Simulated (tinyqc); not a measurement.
Minimum-mode following (dimer method) and harmonic rate on a two-dimensional model surface. Inputs raised by 2 %, one at a time. Computed by tinyqc, a small Python program. Command: `OMP_NUM_THREADS=1 python tinyqc.py 3003896 3003897 out.jsonl dimer sens`. One thread of a shared host (Intel(R) Xeon(R) Processor @ 2.30GHz), about 0.06 s of CPU time with the checks.

V(x, y) = h u^2 + t x + (kappa/2)(y + c u)^2 with u = x^2/w^2 - 1; the path runs from the minimum near (-w, 0) to that near (w, 0).

Inputs (values chosen for the exercise, for a model surface): height h = 0.79 eV; half width w = 0.82 angstrom; transverse stiffness kappa = 3.1 eV/angstrom^2; curvature c = 0.51 angstrom; tilt t = 0.3 eV/angstrom; mass M = 135 u; temperature T = 500 K.

Surface: curved double well.

Constants: nu for 1 eV/(angstrom^2 u) = 15.6333042 THz; k_B = 8.617333262e-05 eV/K.

Method:
- Newton steps x(new) = x - H^-1 grad V (moves limited to 0.3 angstrom) from (-w, 0), (w, 0) and (0, c) give the two minima and the saddle.
- Diagonalise the Hessian at the start minimum and at the saddle; nu = 15.6333042 THz x sqrt(|lambda|/M).
- Vineyard prefactor nu* = nu1 nu2 (minimum)/nu2 (saddle); k = nu* exp(-E_b/(k_B T)).

Runs:
```
input moved                                 from      to  barrier from the start (eV)  prefactor nu* (THz)  rate k (1/s)
base run                                       -       -                       1.0502               4.3428        112.73
height h (eV)                               0.79  0.8058                       1.0657               4.3823         79.34
half width w (angstrom)                     0.82  0.8364                       1.0557               4.2616         97.38
transverse stiffness kappa (eV/angstrom^2)   3.1   3.162                       1.0502               4.3427        112.72
curvature c (angstrom)                      0.51  0.5202                       1.0502               4.3425        112.72
tilt t (eV/angstrom)                         0.3   0.306                       1.0557               4.3467         99.33
mass M (u)                                   135   137.7                       1.0502               4.3000        111.62
temperature T (K)                            500     510                       1.0502               4.3428        181.80
```

Exponents ln(y'/y) / ln(x'/x):
```
input                       barrier from the start  prefactor nu*   rate k
height h                                     0.741          0.456  -17.737
half width w                                 0.263         -0.953   -7.390
transverse stiffness kappa                   0.000         -0.001   -0.001
curvature c                                  0.000         -0.004   -0.004
tilt t                                       0.263          0.045   -6.392
mass M                                       0.000         -0.500   -0.500
temperature T                                0.000          0.000   24.135
```

Which inputs matter most for each result?

Among the inputs moved here: barrier from the start answers most in size to height h (exponent +0.741), next to half width w (+0.263); its exponent is below 0.0005 for transverse stiffness kappa, curvature c, mass M, temperature T. Its exponent 0.000 in transverse stiffness kappa: the transverse term vanishes along the valley floor. Its exponent 0.000 in curvature c: bending the valley does not change the height of its floor. Prefactor nu* answers most in size to half width w (exponent -0.953), next to mass M (-0.500); its exponent is below 0.0005 for temperature T. Its exponent -0.500 in mass M: frequencies scale as M^(-1/2). Rate k answers most in size to temperature T (exponent +24.135), next to height h (-17.737). Its exponent -0.500 in mass M: the classical isotope effect.
